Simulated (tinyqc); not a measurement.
Four-band model of biased bilayer graphene near K: one step. Levels and layer polarisation. Two cases, with inputs chosen for the exercise.

Problem. Diagonalise; the weight on layer 1 is that of A1 and B1.

Case 1.

H (eV), lower triangle (Hermitian):
```
                     A1                  B1                   A2        B2
A1            -0.185000
B1  -0.074394+0.092993i           -0.185000
A2   0.002301-0.002876i            0.371000             0.185000
B2  -0.007414-0.009267i  0.002301-0.002876i  -0.074394+0.092993i  0.185000
```

Case 2.

H (eV), lower triangle (Hermitian):
```
                     A1                  B1                   A2        B2
A1            -0.200000
B1  -0.013592+0.149513i           -0.200000
A2   0.000511-0.005624i            0.340000             0.200000
B2  -0.001065-0.011717i  0.000511-0.005624i  -0.013592+0.149513i  0.200000
```

Give: levels; weights; weight on layer 1.

Solution.

Case 1.

levels (eV): -0.4609  -0.1526  0.1562  0.4573

weights:
```
    band 1  band 2  band 3  band 4
A1   0.126   0.862   0.005   0.008
B1   0.636   0.057   0.079   0.228
A2   0.229   0.076   0.052   0.643
B2   0.010   0.005   0.864   0.121
```

weight on layer 1: 0.762  0.918  0.084  0.236

Band 2 has 92 % of its weight on layer 1, the layer of lower potential, and band 3 has 8 %; the dimer sites hold 13 % of band 3.

Case 2.

levels (eV): -0.4703  -0.1469  0.1528  0.4644

weights:
```
    band 1  band 2  band 3  band 4
A1   0.198   0.774   0.020   0.008
B1   0.612   0.089   0.123   0.177
A2   0.180   0.115   0.084   0.622
B2   0.011   0.022   0.774   0.194
```

weight on layer 1: 0.810  0.863  0.142  0.185

Band 2 has 86 % of its weight on layer 1, the layer of lower potential, and band 3 has 14 %; the dimer sites hold 21 % of band 3.

Computed by tinyqc, one run a case: `OMP_NUM_THREADS=1 python tinyqc.py N N+1 out.jsonl` with N = 1451778, 1452103; one thread of a shared Intel(R) Xeon(R) Processor @ 2.30GHz, about 0.03 s a run at most.
